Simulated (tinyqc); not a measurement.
Frequency dispersion of an accumulation capacitance by border traps, distributed model: two steps of the calculation.

Traps spread evenly through the insulator exchange electrons with the semiconductor by tunnelling, with tau(x) = t0 exp(2 ka x) at depth x from the interface. The admittance per area Y seen at depth x obeys dY/dx = -Y^2/(i w eps0 eox) + q Nb ln(1 + i w tau)/tau, with Y(0) = i w Cs and w = 2 pi f; the gate sees Y(tox) = G + i w C. Working variable y = Y/(i w), in uF/cm^2. Cox = eps0 eox/tox.

Inputs (values chosen for the exercise); permittivity close to that of silicon dioxide:
- eox = 3.82 (relative permittivity of the insulator)
- tox = 3.5 nm (insulator thickness)
- Cs = 1.7 uF/cm^2 (semiconductor capacitance in accumulation)
- Nb = 1e20 cm^-3 eV^-1 (density of border traps)
- ka = 5.5 1/nm (decay constant of the wave function in the insulator)
- t0 = 9e-11 s (time constant of a trap at the interface)
- f = 1e5 Hz (frequency)
- xe = 1.3 nm (depth down to which the steps are taken)

Constants: q = 1.602176634e-19 C, eps0 = 8.8541878128e-14 F/cm where lengths are in cm. Results are converted to the units shown.

Problem 1. Scales and lumped estimate. Cox; trap-free value 1/(1/Cox + 1/Cs); response depth d = ln(1/(w t0))/(2 ka), where w tau = 1; lumped estimate: all traps within d act as C_bt = q Nb d placed at d/2, so C = 1/{1/[1/(1/Cs + d/(2 eps0 eox)) + C_bt] + (tox - d/2)/(eps0 eox)}.

Wanted: Cox; trap-free C; d; C_bt; lumped C.

Solution 1.

Cox = 0.9664 uF/cm^2
trap-free C = 0.6161 uF/cm^2
d = 0.8891 nm
C_bt = 1.425 uF/cm^2
lumped C = 0.7945 uF/cm^2

The traps within reach amount to 0.838 Cs and lie in the first 25.4 % of the insulator.

Problem 2. Midpoint steps through the active depth. In terms of y: dy/dx = -y^2/(eps0 eox) + s(x), s = q Nb ln(1 + z)/z, z = i w tau. 8 midpoint steps of h = xe/8: y_half = y + (h/2) y'(x, y), y(new) = y + h y'(x + h/2, y_half).

Find: x; s; y.

Solution 2.

| point | x (nm) | s (uF/(cm^2 nm)) | y (uF/cm^2) |
|---|---|---|---|
| 0 | 0 | 1.6022+0.0000i | 1.7000+0.0000i |
| 1 | 0.16250 | 1.6022-0.0003i | 1.8114+0.0000i |
| 2 | 0.32500 | 1.6022-0.0016i | 1.9051-0.0001i |
| 3 | 0.48750 | 1.6021-0.0097i | 1.9831-0.0007i |
| 4 | 0.65000 | 1.5994-0.0576i | 2.0476-0.0043i |
| 5 | 0.81250 | 1.5129-0.3164i | 2.0981-0.0251i |
| 6 | 0.97500 | 0.7476-0.6323i | 2.0838-0.1075i |
| 7 | 1.1375 | 0.1570-0.2851i | 1.9434-0.1551i |
| 8 | 1.3000 | 0.0272-0.0789i | 1.7881-0.1509i |

tinyqc, about 0.4 s, one thread, Intel Xeon 2.30GHz (shared host): `OMP_NUM_THREADS=1 python tinyqc.py 2202074 2202075 out.jsonl`
